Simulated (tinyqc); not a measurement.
# Rigid-ion and shell models of the dielectric response of an ionic crystal, step by step

A worked calculation. Computed by tinyqc, a small Python program that keeps every step. Command: `OMP_NUM_THREADS=1 python tinyqc.py 3001004 3001005 out.jsonl shell walk`. One thread of a shared host (Intel(R) Xeon(R) Processor @ 2.30GHz), about 0.01 s of CPU time with the checks. Intermediate numbers are printed to about 5 digits and carried at full precision; extremes and crossings named in words are read from the listed rows.

Charges +Z and -Z; 4 nearest neighbours, Madelung constant M = 1.638055, volume per ion pair Omega = 3.079201 d^3. Energy per pair U = -M Z^2 e2/d + 4 A exp(-d/rho), e2 = e^2/(4 pi eps_0). In the shell model the anion is a core of charge Y - Z and a massless shell of charge -Y, joined by the spring k; the repulsion acts on the shell. Each ion feels the Lorentz field E + (4 pi/3) P (Gaussian units).

Inputs (values chosen for the exercise, for a model crystal):
```
quantity,value,unit
nearest-neighbour distance d,2.09,angstrom
ionic charge Z,1.17,e
hardness d/rho,11,-
cation mass,40.2,u
anion mass,14.007,u
shell charge size Y,3.15,e
core-shell spring k,119,eV/angstrom^2
cation polarisability alpha_+,0.12,angstrom^3
film thickness t,7.5,nm
```

Structure: zinc blende.

Constants: e^2/(4 pi eps_0) = 14.39964548 eV angstrom; 1 eV/angstrom^3 = 160.2176634 GPa; nu for 1 eV/(angstrom^2 u) = 15.6333042 THz; 1 THz = 33.35640952 1/cm; eps_0 = 8.8541878128e-12 F/m; h x 1 THz = 4.135667696 meV.

## Equilibrium, bulk modulus and repulsive spring

Zero pressure fixes 4 A exp(-d/rho) = M Z^2 e2 rho/d^2. Then U = -(M Z^2 e2/d)(1 - rho/d), B = M Z^2 e2 (d/rho - 2)/(9 Omega d), and the spring of one sublattice against the other is R = (1/3) x (Laplacian of the repulsion summed over neighbours) = M Z^2 e2 (d/rho - 2)/(3 d^3), so R = 3 B Omega/d^2.

volume Omega = 28.111 angstrom^3

lattice energy U = -14.045 eV/pair

bulk modulus B = 88.052 GPa

repulsive spring R = 10.610 eV/angstrom^2

## Rigid ions

With C = 4 pi Z^2 e2/(3 Omega): mu lambda_TO = R - C, mu lambda_LO = R + 2 C; eps_inf = 1 and eps_s = lambda_LO/lambda_TO. lambda in eV/(angstrom^2 u) gives the wavenumber 15.6333042 x 33.35640952 x sqrt(lambda); mu is the reduced mass.

Coulomb spring C = 2.9372 eV/angstrom^2

omega_TO, rigid ions = 448.19 1/cm

omega_LO, rigid ions = 656.92 1/cm

eps_s, rigid ions = 2.1484

## Shell model: electronic response

Eliminating the shell gives the anion polarisability alpha_- = Y^2 e2/(k + R), the Szigeti charge Z_S = Z - Y R/(k + R) and the softened spring R' = k R/(k + R). With b = 4 pi (alpha_+ + alpha_-)/(3 Omega): eps_inf = (1 + 2b)/(1 - b) (Clausius-Mossotti); Born charge Z* = Z_S (eps_inf + 2)/3.

anion polarisability alpha_- = 1.1024 angstrom^3

Szigeti charge Z_S = 0.91213 e

softened spring R' = 9.7418 eV/angstrom^2

b = 0.18215

eps_inf = 1.6681

Born charge Z* = 1.1153 e

Overlap pushes the shell back and lowers the effective charge to 78 % of Z; the local field then raises the Born charge to 95 % of Z.

## Shell model: lattice response

mu lambda_TO = R' - (4 pi e2/(3 Omega)) Z_S^2/(1 - b); mu lambda_LO = mu lambda_TO + 4 pi e2 Z*^2/(eps_inf Omega); eps_s = eps_inf lambda_LO/lambda_TO.

mu lambda_TO = 7.5591 eV/angstrom^2

omega_TO = 444.84 1/cm

omega_LO = 568.80 1/cm

eps_s = 2.7273

share of R' left after the dipole term = 0.77594

The dipole field cancels 22 % of the short-range spring.

## As a gate dielectric

Capacitance per area eps_0 eps_s/t; equivalent oxide thickness EOT = t x 3.9/eps_s; the surface optical mode against silicon (eps = 11.7) lies at omega_TO sqrt[(eps_s + 11.7)/(eps_inf + 11.7)], and its squared coupling to channel electrons scales as g = hbar omega_SO [1/(11.7 + eps_inf) - 1/(11.7 + eps_s)], with hbar omega = h c x wavenumber.

capacitance per area = 3.2198 fF/micrometre^2

equivalent oxide thickness = 10.725 nm

surface optical mode = 462.13 1/cm

remote-phonon coupling g = 0.31466 meV

## From rigid to soft shells

The formulas are those given above.

Response against the core-shell spring:
```
k (eV/angstrom^2),eps_inf,Z_S,Z*,omega_TO (1/cm),omega_LO (1/cm),eps_s
95,1.8436,0.8535,1.0935,444.33,553.84,2.8642
120,1.6625,0.9141,1.1160,444.86,569.33,2.7229
150,1.5312,0.9619,1.1322,445.24,582.51,2.6209
210,1.3875,1.0185,1.1500,445.66,599.37,2.5096
310,1.2761,1.0658,1.1638,445.98,614.63,2.4237
480,1.1958,1.1019,1.1738,446.22,627.11,2.3619
950,1.1251,1.1352,1.1826,446.42,639.32,2.3076
3600,1.0731,1.1607,1.1890,446.57,649.18,2.2677
```

From the stiffest to the softest shell eps_inf rises from 1.07 to 1.84 and Z_S falls from 1.16 to 0.85; omega_LO moves by -15 % and omega_TO by -0.5 %. Screening by eps_inf cuts the LO frequency, which rigid ions overstate (rigid ions: 657 per cm); eps_s goes from 2.27 to 2.86.

Checks made by the program: TO spring by direct elimination of the shell from the 2 x 2 energy matrix (relative difference below 1e-10); Szigeti's relation mu lambda_TO (eps_s + 2)/(eps_inf + 2) = R' (relative difference below 1e-10).
